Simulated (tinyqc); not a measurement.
## Piezoresistors in the (001) plane of a cubic crystal: effect of the direction of the resistor

Plane stress in crystal axes x = [100], y = [010]. First-order piezoresistance: d rho_xx/rho = p11 sxx + p12 syy, d rho_yy/rho = p12 sxx + p11 syy, d rho_xy/rho = p44 sxy; a resistor along d = (cos th, sin th) changes by dR/R = d.(d rho/rho).d. Changes of geometry and second-order terms are left out.

For uniaxial stress along or across the current: pL = p11 - (A/2) sin^2(2 th), pT = p12 + (A/2) sin^2(2 th), A = p11 - p12 - p44. dR/R is for the given stress.

Parameters, values chosen for the exercise; coefficients close to those of lightly doped n-type silicon: piezoresistive coefficient p11 = -104 x 1e-11/Pa; piezoresistive coefficient p12 = 50.9 x 1e-11/Pa; piezoresistive coefficient p44 = -13.9 x 1e-11/Pa; stress sxx Sx = 83 MPa; stress syy Sy = -78 MPa; shear stress sxy St = 66 MPa.

Effect of the direction of the resistor:

| th (deg) | pL (1e-11/Pa) | pT (1e-11/Pa) | pL - pT (1e-11/Pa) | dR/R (%) |
|---|---|---|---|---|
| 0 | -104.00 | 50.900 | -154.90 | -12.602 |
| 10 | -95.753 | 42.653 | -138.41 | -12.164 |
| 20 | -74.871 | 21.771 | -96.642 | -10.275 |
| 30 | -51.125 | -1.9750 | -49.150 | -7.1620 |
| 45 | -33.500 | -19.600 | -13.900 | -1.0501 |
| 60 | -51.125 | -1.9750 | -49.150 | 5.3075 |
| 75 | -86.375 | 33.275 | -119.65 | 10.207 |
| 90 | -104.00 | 50.900 | -154.90 | 12.337 |

What does the comparison show?

The sum pL + pT = p11 + p12 = -53.1 holds in every row. |pL - pT|, which sets the output of a bridge under uniaxial stress, is largest at 0 and 90 degrees (155) and is 13.9 at 45 degrees. The change dR/R rises from -12.6 to 12.3 %.

Program tinyqc, `OMP_NUM_THREADS=1 python tinyqc.py 2530058 2530059 out.jsonl`; Intel Xeon 2.30GHz, shared host, one thread, about 0.01 s.
